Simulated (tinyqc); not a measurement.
Worked calculation: X-ray photoelectron analysis of a thin oxide on a semiconductor: attenuation lengths, thickness, angle series and band offsets. Computed by tinyqc, a small Python program that keeps every step. Command: `OMP_NUM_THREADS=1 python tinyqc.py 3114313 3114314 out.jsonl xps walk`. One thread of a shared host (Intel(R) Xeon(R) Processor @ 2.30GHz), about 0.01 s of CPU time with the checks. Intermediate numbers are printed to about 6 digits and carried at full precision; extremes and crossings named in words are read from the listed rows.

The same element is seen in the oxide and in the substrate, at nearly the same kinetic energy; films are flat and uniform, and the work function is ignored.

Inputs (values chosen for the exercise, modelled on SiO2 on silicon):
```
quantity                                           value     unit
photon energy                                       2000       eV
binding energy of the core level                    99.4       eV
oxide density                                       2.17   g/cm^3
oxide formula mass                                 60.08    g/mol
valence electrons per oxide formula                   16        -
oxide gap                                           8.94       eV
substrate density                                   2.33   g/cm^3
substrate formula mass                             28.09    g/mol
valence electrons per substrate formula                4        -
substrate gap                                       1.12       eV
oxide thickness d                                    1.2       nm
emission angle from the normal                         0  degrees
attenuation length over inelastic mean free path    0.93        -
carbon overlayer                                    0.98       nm
counts in the two peaks together                  100000        -
valence band offset used to make the data           4.33       eV
core level less valence band top, substrate        98.86       eV
core level less valence band top, thick oxide      98.44       eV
field in the oxide                                  0.64    MV/cm
```

## Inelastic mean free paths

TPP-2M: lambda = E/(E_p^2 [b ln(c E) - C/E + D/E^2]) in angstrom, E_p = 28.8 sqrt(N_v rho/M), b = -0.10 + 0.944/sqrt(E_p^2 + E_g^2) + 0.069 rho^0.1, c = 0.191/sqrt(rho), U = N_v rho/M, C = 1.97 - 0.91 U, D = 53.4 - 20.8 U, with E = photon energy less binding energy in eV. Attenuation length L = factor x lambda.

kinetic energy E = 1900.6 eV

Terms:
```
layer      E_p (eV)          b         c  lambda (nm)
oxide       21.8936  0.0144760  0.129659      5.02090
substrate   16.5892  0.0318658  0.125128      3.98079
```

L in the oxide = 4.66944 nm

L in the substrate = 3.70213 nm

## Peak ratio

R_0 = (rho_o/M_o) L_o/((rho_s/M_s) L_s); peak ratio R = I_ox/I_sub = R_0 [exp(d/(L_o cos theta)) - 1]; hence d = L_o cos theta ln(1 + R/R_0). A carbon layer weakens both peaks alike, by exp(-d_C/(L_o cos theta)) if its L is taken equal to L_o. This R_0 leaves out intrinsic losses from the substrate peak, so calibrated values can be larger.

R_0 = 0.549209

d/(L_o cos theta) = 0.256990

ratio R = 0.160936

oxide share of the counts = 0.138626

attenuation by carbon = 0.810685

depth 3 L_o cos theta = 14.0083 nm

## Error budget of the thickness

With x = d/(L_o cos theta): d ln d/d ln R = (1 - exp(-x))/x = -d ln d/d ln R_0; counting error of R = 1/sqrt(N f (1 - f)), f the oxide share, which times the sensitivity gives that of d; an angle error adds tan(theta) d theta; d is proportional to L_o at fixed R_0. Assumed errors: 5 % in R_0, 1 degree, 5 % in L_o.

sensitivity to R = 0.881840

counting error of d = 0.806995 %

R_0 = 4.40920 %

angle = 0 %

L_o = 5 %

The attenuation length is the largest of these terms.

## Angle series: uniform film or islands?

Islands: half of the surface carries 2 d and half none, R = R_0 (1/2)(1 - t)/(1/2 + t/2) with t = exp(-2 d/(L_o cos theta)); the apparent thickness is read with the uniform formula.

Against the angle:
```
theta (degrees)  R, uniform  R, islands  apparent d, islands (nm)
0                  0.160936    0.138114                   1.04747
20                 0.172746    0.146564                   1.03792
35                 0.202393    0.166863                   1.01477
45                 0.240701    0.191257                   0.98657
55                 0.310444    0.230829                   0.93971
65                 0.459645    0.298101                   0.85564
75                 0.933186    0.416636                   0.68225
```

A uniform film gives d = 1.2 nm at every angle. The island film of the same volume reads 1.05 nm at normal emission and 0.682 nm at 75 degrees; its ratio cannot pass R_0, since the bare half always shows the substrate.

## Band offsets by core levels

Valence band offset = (E_core - E_v)(substrate) - (E_core - E_v)(oxide) + (core level separation at the interface, oxide less substrate). The separation is made here from the given offset; a uniform field F that raises the binding energy towards the surface shifts the oxide peak by e F <z>, <z> = d/(1 - exp(-x)) - d/x, x = d/(L_o cos theta), being the mean distance from the interface. Conduction band offset = oxide gap - substrate gap - valence band offset.

separation without field = 3.91 eV

<z> = 0.625671 nm

separation with field = 3.95004 eV

apparent valence band offset = 4.37004 eV

true conduction band offset = 3.49 eV

apparent conduction band offset = 3.44996 eV

The field biases both offsets by 0.040 eV, in opposite directions.

Checks made by the program: thickness recovered (relative difference below 1e-10).
